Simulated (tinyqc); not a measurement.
Two-valley model of the transferred-electron effect: one step, computed by the program tinyqc.

Both kinds of valley share one electron temperature T_e, and each has a constant mobility.

Task: Equilibrium. Density-of-states ratio R = Z (m2/m1)^(3/2); n2/n1 = R exp(-dE/(k_B T_e)); mean mobility mu = (mu1 + mu2 n2/n1)/(1 + n2/n1); energy balance e mu F^2 = (3/2) k_B (T_e - T)/tau_E; v = mu F.

Inputs (values chosen for the exercise, modelled on CdTe):

| quantity | value | unit |
|---|---|---|
| central-valley mass m1 | 0.097 | m_0 |
| satellite-valley mass m2 | 0.3 | m_0 |
| satellite valleys Z | 4 | - |
| valley separation dE | 0.49 | eV |
| central-valley mobility mu1 | 1200 | cm^2/(V s) |
| satellite-valley mobility mu2 | 85 | cm^2/(V s) |
| lattice temperature T | 300 | K |

Solver: bisection.

Constants: k_B = 8.617333262e-05 eV/K.

Give: R; n2/n1 without field; low-field mobility.

Result:

R = 21.76

n2/n1 without field = 1.276e-07

low-field mobility = 1200 cm^2/(V s)

dE is 19.0 k_B T, so the satellites are empty without field.
